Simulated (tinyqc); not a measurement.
## Thin-body transistor below threshold, two-dimensional Poisson equation on a small mesh: effect of the insulator thickness

A thin body on a thick buried insulator of low permittivity, taken as carrying no normal field at the bottom of the body (row 0). Mobile charge is neglected (subthreshold), the body is fully depleted, and potentials are counted from the intrinsic level; rows run upward to the gate, columns from source to drain.

Mesh: rows i = 0..12 in the semiconductor (step hs = tb/12, row 12 on the interface), then 8 step(s) ho = tox/8 up to the gate row 20; columns j = 0..80 (step hy = L/80). Box integration, divided by eps0: up_i = eps hy/h of the interval above row i, dn_i = that of the interval below (0 for row 0), lat_i = (sum of eps h/2 over the intervals above and below)/hy, s_i = -q Na w_i hy/eps0 with w_i the semiconductor height of the box (hs/2 for row 0 and the interface row, hs between, 0 in the insulator). Each free node obeys (up + dn + 2 lat) psi = up psi(above) + dn psi(below) + lat [psi(left) + psi(right)] + s. Fixed values: gate row Vg - Vfb; column 0 at Vbi and the last column at Vbi + Vd in the semiconductor, each running linearly to Vg - Vfb across the insulator. The system is solved directly. On row 0 the minimum of psi and its place come from a parabola through the three lowest nodes; barrier = Vbi - minimum, swing = Vt ln 10/(d psi/dVg), DIBL = (d psi/dVd)/(d psi/dVg) there. Lambda = pi/k with k the smallest positive root of tan(k tox) tan(k tb) = eox/eps_r.

Values chosen for this exercise; semiconductor permittivity close to that of silicon: temperature T = 293 K; relative permittivity of the semiconductor eps_r = 11.8; relative permittivity of the insulator eox = 3.9; body thickness tb = 3 nm; channel length L = 25 nm; acceptor density of the depleted body Na = 2.6e18 cm^-3; potential of the source Vbi = 0.47 V; gate offset Vfb = -0.04 V; gate voltage Vg = 0 V; drain voltage Vd = 0.5 V.

Constants: q = 1.602176634e-19 C, kB = 1.380649e-23 J/K, Vt = kB T/q, eps0 = 8.8541878128e-14 F/cm where lengths are in cm. Results are converted to the units shown.

Result of one run:
```
L/Lambda  barrier (V)  place y/L  swing (mV/decade)  DIBL (mV/V)
2.252          0.4394     0.4493              62.49        24.53
```

Which insulator thickness tox gave this result: 1, 1.4, 2 or 3.8 nm?

tox = 1 nm.

The whole series:
```
tox (nm)  L/Lambda  barrier (V)  place y/L  swing (mV/decade)  DIBL (mV/V)
0.76         2.489       0.4444     0.4536              61.14        16.85
1            2.252       0.4394     0.4493              62.49        24.53
1.4          1.968       0.4289     0.4431              65.03        39.17
2            1.681       0.4103     0.4349              69.35        64.22
2.8          1.432       0.3839     0.4256              75.78        101.7
3.8          1.226       0.3516     0.4153              84.68        153.2
```

As tox goes from 0.76 to 3.8 nm, the barrier falls from 0.444 to 0.352 V, the swing rises from 61.1 to 84.7 mV a decade and DIBL rises from 16.8 to 153 mV/V; the ideal swing is 58.1. L/Lambda goes from 2.5 to 1.2. In every row the body is under 5 nm thick, where quantum confinement matters.

Computed by the program tinyqc: `OMP_NUM_THREADS=1 python tinyqc.py 2480114 2480115 out.jsonl`, one thread of a shared Intel Xeon 2.30GHz, about 0.1 s for the whole run.
